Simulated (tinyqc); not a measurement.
Conductivity against oxygen pressure: defect equilibria of an oxide against oxygen pressure (mass action). Computed by tinyqc, a small Python program. Command: `OMP_NUM_THREADS=1 python tinyqc.py 3000458 3000459 out.jsonl brouwer walk`. One thread of a shared host (Intel(R) Xeon(R) Processor @ 2.30GHz), about 0.01 s of CPU time with the checks.

Defects: oxygen vacancies V (charge +2), electrons n, holes p, the ionic partner X = V_M'' (charge -2), and the dopant. Activities are taken equal to concentrations.

Inputs (values chosen for the exercise, for a model oxide): reduction enthalpy H_r = 4.8 eV; prefactor K_r0 = 3.8e+67 cm^-9 atm^(1/2); gap E_g = 3.54 eV; prefactor N_c N_v = 2.4e+40 cm^-6; disorder enthalpy H_s = 2.38 eV; prefactor K_s0 = 3.3e+45 cm^-6; dopant density N_d = 2.1e+19 cm^-3; temperature T = 1100 K; electron mobility mu_n = 1.6 cm^2/(V s); hole mobility mu_p = 0.36 cm^2/(V s); vacancy diffusion prefactor D_0 = 0.0062 cm^2/s; vacancy migration energy E_m = 0.91 eV.

Ionic disorder: Schottky, oxide MO. Dopant (singly charged, fully ionised): acceptor.

Constants: k_B = 8.617333262e-05 eV/K; e = 1.602176634e-19 C.

Method:
- K_r = K_r0 exp(-H_r/k_B T) = [V] n^2 P^(1/2); K_i = N_c N_v exp(-E_g/k_B T) = n p; K_s = K_s0 exp(-H_s/k_B T) = [X] [V].
- Neutrality: 2 [V] + p = n + 2 [X] + N_d. With n as the unknown, [V] = K_r/(n^2 P^(1/2)), p = K_i/n, [X] = K_s/[V]; the log ratio is ln(positive/negative).
- The root is found by 60 bisections in ln n between n = 1e-10 and 1e25 cm^-3.
- sigma_n = e n mu_n, sigma_p = e p mu_p, sigma_ion = 2 e [V] mu_V with mu_V = 2 e D/(k_B T) and D = D_0 exp(-E_m/k_B T); only the oxygen vacancies carry ionic current, and the ionic transport number is sigma_ion over the total.

K_r = 3.87279e+45 cm^-9 atm^(1/2)

K_i = 1.44974e+24 cm^-6

K_s = 4.11402e+34 cm^-6

Log10 of the conductivities in S/cm:
```
log10 P (atm)   n-type   p-type    ionic    total  ionic transport number
-28             1.3400  -15.009  -3.8212   1.3400                 0.00001
-24             0.5769  -14.246  -4.2949   0.5769                 0.00001
-20            -0.3261  -13.343  -4.4890  -0.3260                 0.00007
-16            -1.3098  -12.359  -4.5216  -1.3095                 0.00061
-12            -2.3080  -11.361  -4.5251  -2.3054                 0.00603
-8             -3.3079  -10.361  -4.5255  -3.2823                 0.05712
-4             -4.3078   -9.361  -4.5255  -4.1021                 0.37725
0              -5.3078   -8.361  -4.5255  -4.4591                 0.85820
```

The ionic transport number stays at or below about 0.86: no electrolytic window. The total has no minimum inside this range.

Extremes, crossings and ranges named in words are read from the listed rows.
